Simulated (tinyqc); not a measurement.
One anharmonic mode: perturbation theory, self-consistent phonons and exact levels: one step, computed by the program tinyqc.

V(x) = k x^2/2 + b x^4 for one coordinate x of mass M. A constant K > 0 gives hbar Omega = sqrt((hbar^2/u) K/M) with K in eV/angstrom^2 and M in u.

Problem. Self-consistent results. Self-consistent phonon, centred at x = 0: K = k + 12 b <x^2>, <x^2> = (hbar Omega/(2K)) coth(hbar Omega/(2 k_B T)). Its free energy is F = k_B T ln[2 sinh(hbar Omega/(2 k_B T))] + (k - K)<x^2>/2 + 3 b <x^2>^2, an upper bound to the exact one.

Inputs (values chosen for the exercise, for a model mode):
```
quantity             value           unit
mode mass M           25.7              u
harmonic constant k   5.24  eV/angstrom^2
quartic constant b    6.94  eV/angstrom^4
temperature T          520              K
```

Shape: single well.

self-consistent K = 5.897741 eV/angstrom^2

Constants: hbar^2/u = 4.18015928e-03 eV angstrom^2; k_B = 8.617333262e-05 eV/K.

Give: self-consistent quantum; self-consistent <x^2>; self-consistent free energy.

Solution.

self-consistent quantum = 30.97 meV

self-consistent <x^2> = 0.007898 angstrom^2

self-consistent free energy = -16.96 meV
